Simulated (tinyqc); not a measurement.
Stability and critical current from long pulses.

Inverse problem. For long pulses a magnetic tunnel junction switches at I = Ic0 [1 - ln(tp/t0)/Delta]. Find Ic0 and Delta.

Parameters, values chosen for the exercise:

| symbol | value | unit | meaning |
|---|---|---|---|
| t0 | 1 | ns | attempt time |

switching current for pulses of 0.0001 and 0.1 s (uA): [25.009267, 18.721687]

Answer. I is linear in ln tp: it equals Ic0 at tp = t0, and the slope is -Ic0/Delta.

Ic0 = 35.5 uA
Delta = 39.0

Program tinyqc, `OMP_NUM_THREADS=1 python tinyqc.py 2450129 2450130 out.jsonl`; Intel Xeon 2.30GHz, shared host, one thread, about 0.01 s.
